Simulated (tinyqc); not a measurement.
# Worked calculation: biaxially strained (001) channel, valley splitting in an inversion layer

Program tinyqc, `OMP_NUM_THREADS=1 python tinyqc.py 2530152 2530153 out.jsonl`; Intel Xeon 2.30GHz, shared host, one thread, about 0.01 s. Printed values are rounded.

A thin layer grown on a relaxed buffer is stretched in the plane. The two valleys with their long axis along the growth direction (D2) sink against the four in-plane ones (D4); confinement in a triangular well splits them too. Only the lowest subband of each set is kept; one relaxation time, so the weakening of intervalley scattering is left out.

Values chosen for this exercise; values close to those of silicon on relaxed silicon-germanium:
```
symbol   value   unit                                meaning
T          300      K                            temperature
x         0.15         germanium share of the relaxed buffer
b1      0.0418                   lattice mismatch per unit x
c11        165    GPa                       elastic constant
c12       62.4    GPa                       elastic constant
Xu        8.95     eV            shear deformation potential
ml       0.932     m0                      longitudinal mass
mt       0.188     m0                        transverse mass
F         0.98  MV/cm                        confining field
Ns      5.2e11  cm^-2                      inversion density
```

Constants: q = 1.602176634e-19 C, kB = 1.380649e-23 J/K, hbar = 1.054571817e-34 J s, m0 = 9.1093837015e-31 kg, Vt = kB T/q, hbar^2/(2 m0) = 0.0380998212 eV nm^2. Results are converted to the units shown.

## Strain, stress and splitting

e_par = b1 x, e_perp = -2 (c12/c11) e_par, splitting D = Xu (e_par - e_perp), in-plane stress (c11 + c12 - 2 c12^2/c11) e_par.

e_par = 0.627 %
e_perp = -0.4742400 %
D = 98.56098 meV
stress = 1.129872 GPa

## Subband edges and densities of states

Levels E(m) = 2.33811 (hbar^2 q^2 F^2/(2 m))^(1/3): E2 = E(ml), E4 = E(mt) + D; N2 = 2 mt kB T/(pi hbar^2), N4 = 4 sqrt(mt ml) kB T/(pi hbar^2).

E2 = 0.1712056 eV
E4 = 0.3904856 eV
N2 = 4.060497e12 cm^-2
N4 = 1.808166e13 cm^-2

Of the gap E4 - E2 = 219 meV, confinement gives 121 meV.

## Iteration 1: Fermi level by Newton steps

EF at the start = 0.171 eV

f = N2 ln(1 + exp((EF - E2)/Vt)) + N4 ln(1 + exp((EF - E4)/Vt)) - Ns, f' = [N2/(1 + exp((E2 - EF)/Vt)) + N4/(1 + exp((E4 - EF)/Vt))]/Vt, EF(new) = EF - f/f'.

f = 2.282122e12 cm^-2
f' = 7.836491e13 cm^-2/eV
EF after iteration 1 = 0.1418783 eV

## Iteration 2: Fermi level by Newton steps

As before.

f = 6.134604e11 cm^-2
f' = 3.826792e13 cm^-2/eV
EF after iteration 2 = 0.1258476 eV

## Course of the iteration: Fermi level by Newton steps

Stop when EF changes by less than 1e-10 eV, or after 40 iterations.

Course of the iteration:
```
iteration,EF (eV),|change| (eV)
1,0.1418783,0.0291
2,0.1258476,0.0160
3,0.1203052,5.54e-3
4,0.1197255,5.80e-4
5,0.1197197,5.79e-6
6,0.1197197,5.70e-10
7,0.1197197,0
```

Converged in 7 iterations. At the end the number of correct digits about doubles with each step.

## Share of the light valleys and conductivity mass

EF = 0.1197197 eV

EF solves Ns = N2 ln(1 + exp((EF - E2)/Vt)) + N4 ln(1 + exp((EF - E4)/Vt)); f2 is the share in D2, and 1/mc = f2/mt + (1 - f2)(1/mt + 1/ml)/2.

f2 = 0.9990170
mc = 0.1880738 m0

Without strain f2 would be 0.957 and mc 0.191 m0, so repopulation alone gains 1.7 % in mobility.
